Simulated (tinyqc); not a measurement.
Comparisons within one model: alloy A(1-x)B(x) by interpolation with bowing. A value that a table varies takes the place of the one given here.

Each gap follows E(x) = (1 - x) E_A + x E_B - C x (1 - x); the lattice constant follows Vegard, a(x) = (1 - x) a_A + x a_B.

Mass at Gamma from the Kane formula 1/m = F + Ep (Eg + 2 Dso/3)/(Eg (Eg + Dso)). F is fixed by the masses of A and B and interpolated linearly, as is Ep; Eg and Dso carry their bowing.

Constants: hc = 1239.841984 eV nm.

Inputs chosen for the exercise (A near InAs, B near GaAs; shifted at random, so the results belong to these values and not to a real crystal): a = (6.054, 5.651) angstrom (lattice constant of A, B); Eg = (0.419, 1.524) eV (gap at Gamma to the s-like level of A, B); EgX = (1.454, 2.003) eV (gap to the lowest valley along Gamma-X of A, B); EgL = (1.136, 1.8) eV (gap to L of A, B); C = (0.466, 1.213, 0.399) eV (bowing of the Gamma, X and L gaps); Dso = (0.384, 0.344) eV (spin-orbit splitting of A, B); Ep = (21.4, 25.6) eV (Kane energy of A, B); me = (0.0259, 0.067) m0 (electron mass at Gamma of A, B); Cs = 0.16 eV (bowing of Dso); x = 0.33 (fraction of B).

## Gaps across the alloy

Eleven compositions.

Gaps (eV):
```
x    a (angstrom)  Gamma      X      L  lowest  wavelength (nm)
0.0        6.0540  0.419  1.454  1.136   Gamma             2959
0.1        6.0137  0.488  1.400  1.166   Gamma             2543
0.2        5.9734  0.565  1.370  1.205   Gamma             2193
0.3        5.9331  0.653  1.364  1.251   Gamma             1900
0.4        5.8928  0.749  1.382  1.306   Gamma             1655
0.5        5.8525  0.855  1.425  1.368   Gamma             1450
0.6        5.8122  0.970  1.492  1.439   Gamma             1278
0.7        5.7719  1.095  1.584  1.517   Gamma             1133
0.8        5.7316  1.228  1.699  1.603   Gamma             1009
0.9        5.6913  1.372  1.839  1.698   Gamma              904
1.0        5.6510  1.524  2.003  1.800   Gamma              814
```

How do the results move?

The lowest valley is Gamma at every x. The Gamma gap is monotonic, since its bowing (0.466 eV) is smaller than the difference of the end gaps (1.105 eV); at x = 0.5 bowing lowers it by C/4 = 0.117 eV.

## Three ways to interpolate a mass

Linear in m, linear in 1/m, and the Kane formula.

Masses (m0):
```
x      Eg (eV)  linear in m  linear in 1/m    Kane  Kane m/Eg (1/eV)
0.000    0.419       0.0259         0.0259  0.0259            0.0618
0.125    0.506       0.0310         0.0281  0.0299            0.0591
0.250    0.608       0.0362         0.0306  0.0344            0.0567
0.375    0.724       0.0413         0.0336  0.0394            0.0544
0.500    0.855       0.0464         0.0374  0.0447            0.0522
0.625    1.000       0.0516         0.0420  0.0502            0.0502
0.750    1.160       0.0567         0.0480  0.0558            0.0481
0.875    1.335       0.0619         0.0559  0.0615            0.0461
1.000    1.524       0.0670         0.0670  0.0670            0.0440
```

What can be read from the table?

At x = 0.5 the three give 0.0465, 0.0374 and 0.0447; judged by the largest distance, the Kane value is closer to the interpolation in m (largest distances 0.0019 m0 from the rule in m, 0.0082 m0 from the rule in 1/m). The ratio m/Eg varies by a factor of 1.41 while the gap varies by 3.64; a constant ratio is the two-band rule m = Eg/Ep at fixed Ep.

## What each parameter does

Gaps at x and the Kane mass. Each row changes one parameter from the base and keeps the others.

Results:
```
case                          Gamma (eV)  X (eV)  L (eV)  mass (m0)
base                              0.6806  1.3670  1.2669     0.0376
x = 0.37                          0.7192  1.3744  1.2887     0.0392
C = (0.566, 1.313, 0.499) eV      0.6585  1.3449  1.2448     0.0363
Eg = (0.44, 1.524) eV             0.6947  1.3670  1.2669     0.0366
EgX = (1.454, 1.903) eV           0.6806  1.3340  1.2669     0.0376
EgL = (1.079, 1.8) eV             0.6806  1.3670  1.2287     0.0376
Ep = (23.5, 28.2) eV              0.6806  1.3670  1.2669     0.0381
Cs = 0.21 eV                      0.6806  1.3670  1.2669     0.0374
```

What can be read from the table?

The largest shifts from the base row, up to three for each result and ties (the steps differ in size, so this ranks the rows, not the parameters). Gamma (eV): x +0.0386, C -0.0221, Eg +0.0141; unchanged at the printed digits by EgX, EgL, Ep and Cs. X (eV): EgX -0.0330, C -0.0221, x +0.0074; unchanged at the printed digits by Eg, EgL, Ep and Cs. L (eV): EgL -0.0382, C -0.0221, x +0.0218; unchanged at the printed digits by Eg, EgX, Ep and Cs. mass (m0): x +0.0016, C -0.0012, Eg -0.0009; unchanged at the printed digits by EgX and EgL.

Program tinyqc; command `OMP_NUM_THREADS=1 python tinyqc.py 1050776 1050777 out.jsonl`; about 0.01 s on one thread of a shared Intel(R) Xeon(R) Processor @ 2.30GHz.
